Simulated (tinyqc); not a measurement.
# Minority carriers and saturation current of a heavily doped emitter, step by step

Numbers from tinyqc (`OMP_NUM_THREADS=1 python tinyqc.py 2330174 2330175 out.jsonl`; about 0.01 s on one thread of a shared Intel Xeon 2.30GHz). Printed values are rounded.

n-type, parabolic bands, full ionisation. eta = (EF - Ec)/kB T solves N = Nc F12(eta), F12(x) = (2/sqrt(pi)) int_0^infinity sqrt(u)/(1 + exp(u - x)) du. The gap shrinks rigidly by dEg = E1 [ln(N/N0) + sqrt(ln^2(N/N0) + 0.5)], an empirical law that is here taken as the true narrowing.

Parameters, values chosen for the exercise; band and dielectric values close to those of silicon: temperature T = 300 K; band gap Eg = 1.13 eV; conduction-band density of states at 300 K Nc = 2.81e19 cm^-3; valence-band density of states at 300 K Nv = 2.69e19 cm^-3; ionised donor density N = 4.5e19 cm^-3; energy of the narrowing law E1 = 9.1 meV; density of the narrowing law N0 = 9.2e16 cm^-3; minority-hole mobility mup = 230 cm^2/(V s); Auger coefficient Cn = 2.5e-31 cm^6/s; defect lifetime ts = 0.078 us; emitter width W = 71 nm; recombination velocity at the contact S = 5e6 cm/s.

Constants: q = 1.602176634e-19 C, kB = 1.380649e-23 J/K, Vt = kB T/q. Results are converted to the units shown.

Range of the model: Band tails, non-parabolic bands and incomplete ionisation are left out.

## Iteration 1: Fermi level

eta at the start (Boltzmann value) = 0.4709

Newton step on ln F12(eta) = ln(N/Nc): eta(new) = eta - ln(Nc F12/N) F12/Fm, Fm(x) = dF12/dx = (1/sqrt(pi)) int_0^infinity u^(-1/2)/(1 + exp(u - x)) du.

F12 = 1.09401
Fm = 0.795352
eta after iteration 1 = 0.995029

## Course of the iteration

Stop when eta changes by less than 1e-9.

Course of the iteration:
```
iteration       eta   change
1          0.995029    0.524
2           1.02487   0.0298
3           1.02497  9.75e-5
4           1.02497  1.04e-9
5           1.02497  < 1e-13
```

Converged in 5 iterations.

## Effective intrinsic density

converged eta = 1.02497

ni = sqrt(Nc Nv) exp(-Eg/(2 Vt)), Eg in volts; degeneracy factor g = F12(eta) exp(-eta); nie^2 = ni^2 exp(dEg/kB T) g, p0 = nie^2/N; apparent narrowing dEg + kB T ln g.

ni = 8.86435e9 cm^-3
dEg = 113.072 meV
g = 0.574603
apparent narrowing = 98.7481 meV
nie = 5.98542e10 cm^-3
p0 = 79.6116 cm^-3

Narrowing multiplies p0 by 79.3 and degeneracy by 0.575.

## Saturation current

1/tau = Cn N^2 + 1/ts, D = mup Vt, L = sqrt(D tau); J0 = (q p0 D/L)(s + tanh(W/L))/(1 + s tanh(W/L)), s = S L/D; the share recombining inside is 1 - 1/[cosh(W/L)(1 + tanh(W/L)/s)].

tau = 1.92652 ns
L = 1070.28 nm
s = 90.0007
J0 = 9167.71 fA/cm^2
share recombining inside = 0.293016 %

The emitter is transparent: most holes reach the contact.
